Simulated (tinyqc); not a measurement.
# Tunnelling through a two-layer gate stack, WKB transmission and Tsu-Esaki current: several studies

Electrons leave the emitter at x = 0. Energies E (motion across the layers) are in eV from the emitter Fermi level; the collector Fermi level lies at -V and offers states at every E. No charge in the dielectric and no image force: F1 = V/(t1 + t2 eps1/eps2), F2 = F1 eps1/eps2; U = phi1 - F1 x in layer 1 and phi2 - F1 t1 - F2 (x - t1) in layer 2. With C = hbar^2/(2 m0), kappa = sqrt(m (U - E)/C) where U > E and 0 elsewhere; T(E) = exp(-S), S = 2 times the integral of kappa over x.

Inputs (values chosen for the exercise); layer 1 close to silicon dioxide, layer 2 close to hafnium oxide:
```
symbol  value  unit                                                        meaning
T         350     K                                                    temperature
Ef        1.1    eV              Fermi energy of the emitter above its band bottom
me       0.94    m0                            emitter mass in the supply function
phi1     3.13    eV  barrier of layer 1 above the emitter Fermi level at zero bias
m1       0.52    m0                                     tunnelling mass of layer 1
t1        0.6    nm                                           thickness of layer 1
eps1     4.06                                     relative permittivity of layer 1
phi2     1.52    eV                                barrier of layer 2 at zero bias
m2       0.19    m0                                     tunnelling mass of layer 2
t2        1.3    nm                                           thickness of layer 2
eps2       21                                     relative permittivity of layer 2
V           1     V                                  voltage across the dielectric
```

Constants: q = 1.602176634e-19 C, kB = 1.380649e-23 J/K, hbar = 1.054571817e-34 J s, m0 = 9.1093837015e-31 kg, Vt = kB T/q, hbar^2/(2 m0) = 0.0380998212 eV nm^2. Results are converted to the units shown.

Each table varies one quantity; the others keep the values above.

## Effect of the barrier height

Each layer adds (2/F) sqrt(m/C) [G(u at its left edge) - G(u at its right edge)] to S, with u = U - E (0 where negative) and G(u) = (2/3) u^1.5. J = J0 times the integral of T(E) N(E) dE, N = ln[(1 + exp(-E/Vt))/(1 + exp((-E - V)/Vt))], J0 = q^2 me m0 kB T/(2 pi^2 hbar^3) (times 1e-4 for A/cm^2 per eV), from E = -Ef to far above the barrier (T = 1 there), by quadrature converged to the digits shown.

Effect of the barrier height:
```
phi1 (eV)	S at E = 0	T(E = 0)	J (A/cm^2)	mean E of the current (eV)
1.6	9.669	6.319e-5	4.066e4	-0.3916
1.89	10.22	3.646e-5	2.497e4	-0.4010
2.17	10.70	2.251e-5	1.617e4	-0.4084
2.46	11.16	1.419e-5	1.062e4	-0.4147
2.74	11.58	9.367e-6	7243	-0.4198
3.03	11.98	6.247e-6	4973	-0.4244
3.31	12.35	4.313e-6	3518	-0.4283
3.6	12.72	2.992e-6	2496	-0.4319
```

Read the table: what changes, and by how much?

J falls from 40700 to 2500 A/cm^2, on average 0.606 decades for each eV, while S rises from 9.67 to 12.7. In every row the field exceeds 10 MV/cm (up to 11.7), more than most dielectrics sustain; the model ignores breakdown. In every row a layer is thinner than 0.8 nm, a few atomic planes, where an effective mass is a rough description.

## Effect of the thickness t1 at fixed voltage

Same model as above.

Results:
```
t1 (nm)	S at E = 0	T(E = 0)	J (A/cm^2)	mean E of the current (eV)
0.4	9.851	5.272e-5	5.276e4	-0.4614
0.51	11.09	1.526e-5	1.349e4	-0.4415
0.63	12.46	3.869e-6	3014	-0.4208
0.74	13.73	1.086e-6	759.2	-0.4028
0.97	16.41	7.432e-8	42.22	-0.3676
1.09	17.82	1.818e-8	9.347	-0.3506
1.2	19.12	4.980e-9	2.348	-0.3357
```

Estimate the missing row, t1 = 0.86 nm.

Computed row:
```
t1 (nm)	S at E = 0	T(E = 0)	J (A/cm^2)	mean E of the current (eV)
0.86	15.13	2.689e-7	168.2	-0.3840
```

With this row back in the table: J falls from 52800 to 2.35 A/cm^2: 5.39 decades a nanometre between the first two rows and 5.45 between the last two. The exponent S alone gives dS/dt/ln 10 = 4.89 and 5.11. In 4 of the 8 rows the field exceeds 10 MV/cm (up to 15.4), more than most dielectrics sustain; the model ignores breakdown. In 4 of the 8 rows a layer is thinner than 0.8 nm, a few atomic planes, where an effective mass is a rough description.

## Effect of the tunnelling mass m2

Same model as above.

Effect of the tunnelling mass m2:
```
m2 (m0)	S at E = 0	T(E = 0)	J (A/cm^2)	mean E of the current (eV)
0.12	11.15	1.443e-5	1.528e4	-0.4687
0.15	11.59	9.257e-6	8613	-0.4489
0.2	12.24	4.829e-6	3753	-0.4206
0.25	12.81	2.722e-6	1821	-0.3965
0.31	13.43	1.469e-6	843.8	-0.3717
0.4	14.25	6.458e-7	306.9	-0.3405
0.5	15.06	2.870e-7	114.8	-0.3119
0.63	16.00	1.120e-7	37.31	-0.2816
```

Read the table: what changes, and by how much?

J falls from 15300 to 37.3 A/cm^2. S goes as m2^(0.22): only one of the two layers feels this mass, so the power is below 0.5. In every row the field exceeds 10 MV/cm (up to 11.7), more than most dielectrics sustain; the model ignores breakdown. In every row a layer is thinner than 0.8 nm, a few atomic planes, where an effective mass is a rough description.

## Current against voltage

Same model as above.

Result of one run:
```
V (V)	S at E = 0	T(E = 0)	J (A/cm^2)	mean E of the current (eV)
0.2	14.50	5.048e-7	309.5	-0.3409
```

What becomes of these results when the voltage across the dielectric V is changed from 0.2 to 2.5 V, all else the same?

Result of the changed run:
```
V (V)	S at E = 0	T(E = 0)	J (A/cm^2)	mean E of the current (eV)
2.5	6.605	0.001354	1.886e6	-0.3868
```

The whole series:
```
V (V)	S at E = 0	T(E = 0)	J (A/cm^2)	mean E of the current (eV)
0.2	14.50	5.048e-7	309.5	-0.3409
0.49	13.72	1.103e-6	998.0	-0.4092
0.77	12.88	2.537e-6	2275	-0.4321
1.06	11.90	6.783e-6	5235	-0.4213
1.35	10.70	2.264e-5	1.328e4	-0.3870
1.64	8.824	1.472e-4	4.498e4	-0.3129
1.92	7.387	6.193e-4	2.078e5	-0.2598
2.21	6.766	0.001152	7.716e5	-0.3005
2.5	6.605	0.001354	1.886e6	-0.3868
```

J rises from 309 to 1.89e6 A/cm^2, by 1.75 decades a volt between the first two rows and 1.34 between the last two. From V = 1.64 V on (among the rows) a band edge falls below the emitter Fermi level, so electrons at E = 0 no longer cross the full thickness. In 6 of the 9 rows the field exceeds 10 MV/cm (up to 29.4), more than most dielectrics sustain; the model ignores breakdown. In every row a layer is thinner than 0.8 nm, a few atomic planes, where an effective mass is a rough description.

Program tinyqc, `OMP_NUM_THREADS=1 python tinyqc.py 2540027 2540028 out.jsonl`; Intel Xeon 2.30GHz, shared host, one thread, about 0.04 s.
